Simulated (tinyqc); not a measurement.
One-sided p+-n junction, ionisation integral and breakdown: two steps of the calculation.

A p+ layer at x < 0 and an n drift layer from x = 0. Depletion approximation, built-in voltage neglected. Local ionisation coefficients alpha_n = an exp(-(bn/E)^mx), alpha_p = ap exp(-(bp/E)^mx). Electrons move towards +x, holes towards x = 0.

Values chosen for this exercise; material values close to those of indium phosphide:
```
symbol,value,unit,meaning
eps_r,12.4,,relative permittivity
an,1.1e7,1/cm,prefactor of the electron ionisation coefficient
bn,3.05e6,V/cm,field constant for electrons
ap,4.85e6,1/cm,prefactor of the hole ionisation coefficient
bp,2.46e6,V/cm,field constant for holes
mx,1,,exponent
N,9.1e16,cm^-3,donor density of the drift layer
V,14.1,V,reverse voltage
fr,0.4,,share of the depleted width that the grid covers
```

Constants: q = 1.602176634e-19 C, eps0 = 8.8541878128e-14 F/cm where lengths are in cm. Results are converted to the units shown.

Problem 1. Field and ionisation coefficients on a grid. W = sqrt(2 eps0 eps_r V/(q N)), peak field E0 = q N W/(eps0 eps_r), falling linearly to 0 at W. Grid: 10 equal steps from 0 to fr W.

Wanted: W; x; E; alpha_n; alpha_p.

Solution 1.

W = 0.4608 um
x, point 0 to 10 (um): [0.0000, 0.0184, 0.0369, 0.0553, 0.0737, 0.0922, 0.1106, 0.1290, 0.1475, 0.1659, 0.1843]
E, point 0 to 10 (kV/cm): [611.9, 587.5, 563.0, 538.5, 514.0, 489.6, 465.1, 440.6, 416.1, 391.6, 367.2]
alpha_n, point 0 to 10 (1/cm): [7.531e4, 6.119e4, 4.882e4, 3.817e4, 2.914e4, 2.166e4, 1.561e4, 1.084e4, 7215, 4563, 2715]
alpha_p, point 0 to 10 (1/cm): [8.708e4, 7.365e4, 6.139e4, 5.033e4, 4.049e4, 3.187e4, 2.447e4, 1.824e4, 1.313e4, 9075, 5970]

Problem 2. Ionisation integrals by the trapezoid rule. G(x) = integral from 0 to x of (alpha_n - alpha_p); I_n = integral of alpha_n exp(-G) (electrons injected at x = 0), I_p = integral of alpha_p exp(G(end) - G) (holes injected at the far edge); M = 1/(1 - I). All integrals by the trapezoid rule on the grid.

x, point 0 to 10 (um): [0.00000000, 0.01843291, 0.03686582, 0.05529872, 0.07373163, 0.09216454, 0.11059745, 0.12903036, 0.14746327, 0.16589617, 0.18432908]
alpha_n, point 0 to 10 (1/cm): [75307.159, 61185.204, 48821.820, 38165.370, 29143.372, 21661.930, 15606.019, 10840.875, 7214.7531, 4563.2396, 2715.1801]
alpha_p, point 0 to 10 (1/cm): [87076.866, 73647.752, 61389.021, 50330.801, 40491.329, 31874.476, 24467.254, 18237.505, 13132.019, 9075.4544, 5970.4924]

Find: G; alpha_n exp(-G); I_n; I_p; M_n; M_p.

Solution 2.

G, point 0 to 10: [0.00000, -0.02233, -0.04540, -0.06820, -0.08987, -0.10974, -0.12732, -0.14230, -0.15457, -0.16419, -0.17134]
alpha_n exp(-G), point 0 to 10 (in units of 1e4 1/cm): [7.5307, 6.2567, 5.1090, 4.0859, 3.1884, 2.4174, 1.7725, 1.2499, 0.8421, 0.5377, 0.3223]
I_n = 0.54167
I_p = 0.61380
M_n = 2.1818
M_p = 2.5893

Program tinyqc, `OMP_NUM_THREADS=1 python tinyqc.py 2120119 2120120 out.jsonl`; Intel Xeon 2.30GHz, shared host, one thread, about 0.03 s.
